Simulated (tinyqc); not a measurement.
# Worked calculation: hole mobility in a silicon inversion layer, empirical terms and Matthiessen rule

Computed by the program tinyqc: `OMP_NUM_THREADS=1 python tinyqc.py 2510056 2510057 out.jsonl`, one thread of a shared Intel Xeon 2.30GHz, about 0.01 s for the whole run. Printed values are rounded.

Inversion layer of sheet density Ns on a uniformly doped body. The mobility terms are empirical power laws with prefactors chosen for the exercise; adding their inverses (Matthiessen) is itself an approximation.

Values chosen for this exercise; material values close to those of silicon: temperature T = 350 K; band gap Eg = 1.14 eV; relative permittivity of the semiconductor eps_r = 11.8; conduction-band density of states at T Nc = 3.48e19 cm^-3; valence-band density of states at T Nv = 3.31e19 cm^-3; body doping Nb = 1.1e18 cm^-3; reverse body bias Vsb = 0.3 V; weight of the inversion charge in the effective field eta = 0.3333; gate capacitance Cox = 0.59 uF/cm^2; phonon-limited mobility at 1 MV/cm and 300 K Ap = 119 cm^2/(V s); roughness-limited mobility at 1 MV/cm As = 449 cm^2/(V s); exponent of the roughness term gs = 1; Coulomb prefactor Ac = 820 cm^2/(V s); charge at the interface Nit = 3.5e10 cm^-2; inversion density Ns = 5.1e11 cm^-2; ratio W/L WL = 1; drain voltage Vd = 0.02 V; measured linear current I = 0.0475 uA.

Constants: q = 1.602176634e-19 C, kB = 1.380649e-23 J/K, Vt = kB T/q, eps0 = 8.8541878128e-14 F/cm where lengths are in cm. Results are converted to the units shown.

## Depletion charge and effective field

ni = sqrt(Nc Nv) exp(-Eg/(2 Vt)), Eg in volts; Ndep = sqrt(2 eps0 eps_r Nb (2 Vt ln(Nb/ni) + Vsb)/q); E = q (Ndep + eta Ns)/(eps0 eps_r), in MV/cm.

ni = 2.10409e11 cm^-3
Ndep = 4.20609e12 cm^-2
E = 0.671064 MV/cm

The depletion charge gives 96.1 % of the field.

## Mobility terms and their sum

With t = T/(300 K): muC = Ac (Ns/1e12 cm^-2) t/(Nb/1e17 cm^-3 + Nit/1e11 cm^-2), muP = Ap E^(-1/3) t^(-1.75), muS = As E^(-gs); 1/mu is the sum of the inverses.

terms (cm^2/(V s)): Coulomb 42.9868, phonon 103.785, roughness 669.087
mu = 29.0758 cm^2/(V s)
shares of 1/mu (%): Coulomb 67.6390, phonon 28.0154, roughness 4.34560

The Coulomb term limits most.

## Iteration 1: inversion density for the measured current

Ns at the start = 7.6e11 cm^-2

I = (W/L) q Ns mu Vd. E = q (Ndep + eta Ns)/(eps0 eps_r) in MV/cm. With t = T/(300 K): muC = Ac (Ns/1e12 cm^-2) t/(Nb/1e17 cm^-3 + Nit/1e11 cm^-2), muP = Ap E^(-1/3) t^(-1.75), muS = As E^(-gs); 1/mu is the sum of the inverses. Ns(new) = I/((W/L) q mu Vd).

E = 0.683841 MV/cm
mu = 37.2720 cm^2/(V s)
Ns after iteration 1 = 3.97713e11 cm^-2

## Iteration 2: inversion density for the measured current

As before.

E = 0.665325 MV/cm
mu = 24.4377 cm^2/(V s)
Ns after iteration 2 = 6.06586e11 cm^-2

## Course of the iteration: inversion density for the measured current

Stop when Ns changes by less than 1e5 cm^-2, or after 15 iterations.

Course of the iteration:
```
iteration  Ns (cm^-2)  |change| (cm^-2)
1          3.97713e11           3.62e11
2          6.06586e11           2.09e11
3          4.55429e11           1.51e11
4          5.50855e11           9.54e10
5          4.84466e11           6.64e10
6          5.27864e11           4.34e10
7          4.98250e11           2.96e10
8          5.17895e11           1.96e10
9          5.04610e11           1.33e10
10         5.13480e11            8.87e9
11         5.07507e11            5.97e9
12         5.11506e11            4.00e9
13         5.08818e11            2.69e9
14         5.10620e11            1.80e9
15         5.09410e11            1.21e9
```

Not converged within 15 iterations. The value swings about the solution and each change is still 0.67 times the one before. Near the solution, 5.099e11 cm^-2, d ln Ns(new)/d ln Ns = -d ln mu/d ln Ns = -0.671, which sets the rate. A rerun with the update Ns (Ns(new)/Ns)^(1/(1 - s)), s = -0.671, converges in 4 iterations.

## Split C-V extraction

```
point  Vg (V)  Cgc (uF/cm^2)      I (uA)
0         0.1     6.68398e-4  7.45778e-9
1        0.15     0.00234009  9.16367e-8
2         0.2     0.00813502  1.11696e-6
3        0.25      0.0276062  1.32450e-5
4         0.3      0.0867349  1.43679e-4
5        0.35       0.222422  0.00122146
6         0.4       0.401170  0.00652400
7        0.45       0.520253   0.0204889
8         0.5       0.568300   0.0435572
9        0.55       0.583652   0.0733129
10        0.6       0.588178    0.107541
11       0.65       0.589480    0.144804
12        0.7       0.589852    0.184186
```

Q(Vg) is the trapezoid sum of Cgc from the first point (where Q is taken as 0); mu_eff = I/((W/L) Q Vd); mu_FE = (dI/dVg)/((W/L) Cox Vd) with a backward difference. Listed from point 4 on.

```
point  Q (uC/cm^2)  mu_eff (cm^2/(V s))  mu_FE (cm^2/(V s))
4       0.00408915              1.75684            0.221075
5        0.0118181              5.16778             1.82675
6        0.0274079              11.9017             8.98735
7        0.0504435              20.3088             23.6694
8        0.0776573              28.0445             39.0988
9         0.106456              34.4334             50.4334
10        0.135752              39.6096             58.0146
11        0.165193              43.8287             63.1569
12        0.194677              47.3057             66.7494
```

At the last point mu_FE is 41 % above mu_eff.
